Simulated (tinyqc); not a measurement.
Ways to converge the cycle: SCF convergence aids in the sto-3g basis, for Li, spin multiplicity 2. Computed by the program tinyqc with PySCF. Command: `OMP_NUM_THREADS=1 python tinyqc.py 113894 113895 out.jsonl`; one thread of a shared host (Intel(R) Xeon(R) Processor @ 2.60GHz), about 0.5 s.

Geometry (angstrom):
```
atom,x,y,z
Li,0.0000,0.0000,0.0000
```

lowest solution found by these runs and by PySCF with stability checks = -7.315526 hartree

UHF with one setting changed at a time; a run stops when the energy changes by less than 1e-09 hartree and the error matrix is below 1e-5. The start is the Wolfsberg-Helmholz matrix. Damping d keeps d of the old density; a shift (hartree) raises the virtual levels; DIIS n extrapolates F over n matrices.

Largest element of the error matrix X^T (FDS - SDF) X:
```
iteration,plain,damping 0.3,damping 0.6,shift 0.4,DIIS 3,DIIS 8
1,1.9e-02,1.9e-02,1.9e-02,1.9e-02,1.9e-02,1.9e-02
2,2.7e-03,7.5e-03,1.2e-02,5.0e-03,2.7e-03,2.7e-03
3,4.1e-04,3.0e-03,8.1e-03,1.4e-03,8.0e-05,8.0e-05
4,6.4e-05,1.2e-03,5.3e-03,3.7e-04,4.1e-07,4.1e-07
5,1.0e-05,4.9e-04,3.5e-03,1.0e-04,2.6e-11,1.6e-07
6,1.7e-06,2.0e-04,2.3e-03,2.8e-05,-,-
8,-,3.3e-05,1.0e-03,-,-,-
10,-,5.6e-06,4.4e-04,-,-,-
14,-,-,8.3e-05,-,-,-
20,-,-,7.0e-06,-,-,-
```

How each run ends:
```
run,iterations,E (hartree),state
plain,6,-7.23016,higher
damping 0.3,12,-7.23016,higher
damping 0.6,25,-7.23016,higher
shift 0.4,7,-7.23016,higher
DIIS 3,5,-7.23016,higher
DIIS 8,5,-7.23016,higher
```

No run reaches the lowest solution found. Ending on a higher stationary point: plain, damping 0.3, damping 0.6, shift 0.4, DIIS 3, DIIS 8; a small error matrix cannot reveal that, and an occupation fixed by the start is kept by symmetry or by the shape of the basin. Plain steps already contract here, so damping only slows them. DIIS 3 and DIIS 8 gain by cancelling the error over several earlier matrices, much as a quasi-Newton step does.
